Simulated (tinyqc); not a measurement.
# AlGaN/GaN HEMT with access regions, lumped model: what changes with what

A polarisation-induced electron sheet under a Schottky gate, in series with two ungated access regions and contacts. Drift law v = mu E/(1 + mu E/vs) under the gate. Currents in mA/mm, resistances in ohm mm. No self-heating, no channel-length modulation; fits for polarisation, barrier and offset are chosen for the exercise.

Values chosen for this exercise; values close to those of AlGaN/GaN structures: aluminium share of the barrier x = 0.31; barrier thickness d = 12 nm; relative permittivity of barrier and channel eps_r = 9.3; channel mobility mu = 1100 cm^2/(V s); saturation velocity vs = 1.3e7 cm/s; gate length Lg = 0.25 um; source access length Ls = 0.5 um; drain access length Ld = 12 um; resistance of each contact Rc = 0.36 ohm mm; share of the drain-access electrons removed by traps ft = 0; gate voltage Vg = -1 V.

Constants: q = 1.602176634e-19 C, eps0 = 8.8541878128e-14 F/cm where lengths are in cm. Results are converted to the units shown.

Each table varies one quantity; the others keep the values above.

## Effect of the gate voltage

sigma = (5e13 x + 1.6e13 x^2) cm^-2, phiB = 0.84 + 1.3 x, dEc = 0.7 (1.71 x + x^2) in volts, Cb = eps0 eps_r/d, VT = phiB - dEc - q sigma/Cb, access density n0 = -Cb VT/q. Access resistance R(L, n) = L/(q mu n sqrt(1 - (I/(q n vs))^2)); Rs = Rc + R(Ls, n0), Rd = Rc + R(Ld, (1 - ft) n0). Vg' = Vg - I Rs, Vd' = Vd - I (Rs + Rd); with u = Vg' - VT, Vc = vs Lg/mu and w the smaller of Vd' and Vc [sqrt(1 + 2 u/Vc) - 1] (0 if negative), the channel gives (mu Cb/Lg)(u w - w^2/2)/(1 + w/Vc). I equals that channel current. Isat is I at Vd = 10 V, gm = dIsat/dVg, Ron the limit of Vd/I at small Vd.

The same in every row: VT (V) = -3.173; n0 (cm^-2) = 1.359e13.

Results:
```
Vg (V),Ron (ohm mm),Isat (mA/mm),gm (mS/mm)
-2.8,6.826,82.56,321.9
-2.2,6.279,308.4,412.1
-1.6,6.149,567.0,445.8
-1,6.091,839.9,462.0
0.3,6.034,1398,111.6
0.9,6.020,1430,26.69
1.5,6.009,1441,12.63
```

Estimate the missing row, Vg = -0.3 V.

Computed row:
```
Vg (V),Ron (ohm mm),Isat (mA/mm),gm (mS/mm)
-0.3,6.054,1166,468.7
```

With this row back in the table: As Vg goes from -2.8 to 1.5 V, Ron falls from 6.83 to 6.01 ohm mm, Isat rises from 82.6 to 1440 mA/mm and gm goes from 322 through a maximum of 469 (at Vg = -0.3 V among the rows listed) to 12.6 mS/mm. The ceiling Cb vs is 892 mS/mm. For Vg = -1.6 to 1.5 V the power passes 5 W/mm, where self-heating, left out here, lowers the current. For Vg = 0.3 to 1.5 V the gated channel is not yet saturated at 10 V, because the access regions take the voltage, and gm drops. At Vg = 1.5 V Vg comes within 0.2 V of phiB or passes it, so at low drain current, as for Ron, the Schottky gate would conduct.

## Effect of the source access length

Same model as above.

The same in every row: VT (V) = -3.173; n0 (cm^-2) = 1.359e13.

Results:
```
Ls (um),Ron (ohm mm),Isat (mA/mm),gm (mS/mm)
0.1,5.924,914.7,511.3
0.3,6.007,875.5,485.1
1,6.300,763.7,414.2
1.5,6.508,701.3,376.6
2.5,6.926,604.3,320.1
4,7.552,502.4,262.7
```

Estimate the missing row, Ls = 0.6 um.

Computed row:
```
Ls (um),Ron (ohm mm),Isat (mA/mm),gm (mS/mm)
0.6,6.133,823.3,451.4
```

With this row back in the table: As Ls goes from 0.1 to 4 um, Ron rises from 5.92 to 7.55 ohm mm, Isat falls from 915 to 502 mA/mm and gm falls from 511 to 263 mS/mm. The ceiling Cb vs is 892 mS/mm. In every row the power passes 5 W/mm, where self-heating, left out here, lowers the current.

## Effect of the share of the drain-access electrons removed by traps

Same model as above.

The same in every row: VT (V) = -3.173; n0 (cm^-2) = 1.359e13.

Effect of the share of the drain-access electrons removed by traps:
```
ft,Ron (ohm mm),Isat (mA/mm),gm (mS/mm)
0,6.091,839.9,462.0
0.1,6.648,839.9,462.0
0.2,7.343,839.9,462.0
0.3,8.238,839.9,462.0
0.4,9.431,839.9,462.0
0.5,11.10,755.1,33.41
0.6,13.61,617.4,9.354
0.7,17.78,470.7,3.102
```

As ft goes from 0 to 0.7, Ron rises from 6.09 to 17.8 ohm mm, Isat falls from 840 to 471 mA/mm and gm falls from 462 to 3.10 mS/mm. The ceiling Cb vs is 892 mS/mm. For ft = 0 to 0.6 the power passes 5 W/mm, where self-heating, left out here, lowers the current. For ft = 0.5 to 0.7 the gated channel is not yet saturated at 10 V, because the access regions take the voltage, and gm drops.

tinyqc, about 0.02 s, one thread, Intel Xeon 2.30GHz (shared host): `OMP_NUM_THREADS=1 python tinyqc.py 2570089 2570090 out.jsonl`
